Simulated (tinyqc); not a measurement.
## Potential step from the flux

Inverse problem. On one interval J = (q mu Vt/hx) [nb B(d) - na B(-d)], B(d) = d/(exp(d) - 1), d = (psi_b - psi_a)/Vt. Find psi_b - psi_a, and the step at which J would vanish.

Inputs (values chosen for the exercise): temperature T = 450 K; electron mobility mu = 9890 cm^2/(V s); density at the left node na = 2.7e13 cm^-3; density at the right node nb = 5e15 cm^-3; node spacing hx = 14 nm.

Constants: q = 1.602176634e-19 C, kB = 1.380649e-23 J/K, Vt = kB T/q. Results are converted to the units shown.

J = 5.0922353e5 A/cm^2

Answer. B(d) falls and B(-d) rises with d, so J falls steadily with the step and one value matches. J = 0 needs nb/na = exp(d), the Boltzmann ratio.

psi_b - psi_a = -0.0780 V
step for J = 0 = 0.202 V

Program tinyqc, `OMP_NUM_THREADS=1 python tinyqc.py 2220053 2220054 out.jsonl`; Intel Xeon 2.30GHz, shared host, one thread, about 0.01 s.
